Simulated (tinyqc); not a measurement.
# MOSFET in the linear regime without short-channel effects, parameter extraction from computed curves, step by step

Computed by the program tinyqc: `OMP_NUM_THREADS=1 python tinyqc.py 2210166 2210167 out.jsonl`, one thread of a shared Intel Xeon 2.30GHz, about 0.01 s for the whole run. Printed values are rounded.

Inversion charge Q = Cox n Vt W0(exp((Vg - VT)/(n Vt))), W0 the Lambert function and n = nf; u = Q/Cox; mobility mu = mu0/(1 + th1 u + th2 u^2); channel resistance Rch = (L - dL)/(W mu Q); Id = Vd/(Rch + Rsd/W). Cox = eps0 eox/tox. Small Vd, no channel-length or drain effects.

Inputs (values chosen for the exercise); channel values of the order met in silicon transistors: temperature T = 300 K; relative permittivity of the gate insulator (close to hafnium oxide) eox = 22.4; insulator thickness tox = 5.7 nm; low-field mobility mu0 = 310 cm^2/(V s); first mobility attenuation factor th1 = 0.25 1/V; second mobility attenuation factor th2 = 0 1/V^2; threshold voltage VT = 0.45 V; body factor nf = 1.17; gate width W = 0.5 um; drawn gate length L = 0.12 um; drawn less effective length dL = 0.01 um; source plus drain resistance Rsd = 140 ohm um; drain voltage Vd = 0.025 V.

Constants: q = 1.602176634e-19 C, kB = 1.380649e-23 J/K, Vt = kB T/q, eps0 = 8.8541878128e-14 F/cm where lengths are in cm. Results are converted to the units shown.

## Transfer curve

| point | Vg (V) |
|---|---|
| 0 | 0.29 |
| 1 | 0.37 |
| 2 | 0.45 |
| 3 | 0.53 |
| 4 | 0.61 |
| 5 | 0.69 |
| 6 | 0.77 |
| 7 | 0.85 |
| 8 | 0.93 |
| 9 | 1.01 |
| 10 | 1.09 |
| 11 | 1.17 |

u, mu, Rch and Id as defined.

| point | u (V) | mu (cm^2/(V s)) | Rch (ohm) | Id (uA) |
|---|---|---|---|---|
| 0 | 1.51763e-4 | 309.988 | 1.34397e6 | 0.0185977 |
| 1 | 0.00200981 | 309.844 | 1.01532e5 | 0.245551 |
| 2 | 0.0171543 | 308.676 | 11940.6 | 2.04573 |
| 3 | 0.0595235 | 305.455 | 3477.49 | 6.65338 |
| 4 | 0.118657 | 301.069 | 1769.87 | 12.1959 |
| 5 | 0.185193 | 296.283 | 1152.31 | 17.4543 |
| 6 | 0.255463 | 291.390 | 849.373 | 22.1362 |
| 7 | 0.327911 | 286.512 | 672.979 | 26.2335 |
| 8 | 0.401767 | 281.705 | 558.640 | 29.8102 |
| 9 | 0.476601 | 276.996 | 478.931 | 32.9411 |
| 10 | 0.552150 | 272.399 | 420.377 | 35.6951 |
| 11 | 0.628245 | 267.920 | 375.635 | 38.1310 |

## Threshold and mobility at the peak transconductance

gm_i = (Id_(i+1) - Id_(i-1))/(Vg_(i+1) - Vg_(i-1)); at the point j of largest gm the tangent meets the axis at V_ext = Vg_j - Id_j/gm_j; field-effect mobility gm_j L/(W Cox Vd) with the drawn L.

| point | gm (uS) |
|---|---|
| 1 | 12.6696 |
| 2 | 40.0489 |
| 3 | 63.4386 |
| 4 | 67.5056 |
| 5 | 62.1267 |
| 6 | 54.8704 |
| 7 | 47.9625 |
| 8 | 41.9221 |
| 9 | 36.7807 |
| 10 | 32.4367 |

j = 4
V_ext = 0.429335 V
field-effect mobility = 186.247 cm^2/(V s)

V_ext is 21 mV below the model VT, and the mobility so found is 45 % below mu0 L/(L - dL) = 338 cm^2/(V s), the value for the drawn L; attenuation, series resistance and the slow approach of Q to a straight line all lower the peak gm.

## The Y function

Y_i = Id_i/sqrt(gm_i). For Id = beta Vd x/(1 + th x), x = Vg - VT, Y = sqrt(beta Vd) x whatever th. Slope s from points 7 and 10; VT_Y = Vg - Y/s at point 10; beta = s^2/Vd; mobility beta L/(W Cox) with the drawn L; th* = (beta Vd x/Id - 1)/x at point 10.

| point | Y (uA^0.5 V^0.5) |
|---|---|
| 1 | 0.0689859 |
| 2 | 0.323261 |
| 3 | 0.835344 |
| 4 | 1.48438 |
| 5 | 2.21443 |
| 6 | 2.98836 |
| 7 | 3.78797 |
| 8 | 4.60408 |
| 9 | 5.43160 |
| 10 | 6.26744 |

s = 10.3311 uA^0.5 V^-0.5
VT_Y = 0.483345 V
beta = 4269.29 uA/V^2
mobility from Y = 294.473 cm^2/(V s)
th* = 1.34173 1/V

The mobility from Y is 13 % below mu0 L/(L - dL) = 338 cm^2/(V s), which it should reach in deep inversion when th2 = 0. th* compares with th1 + mu0 Cox Rsd/(L - dL) = 1.62 1/V, since series resistance enters like th1. The match is poor here: at these overdrives Q is not yet a straight line in Vg.
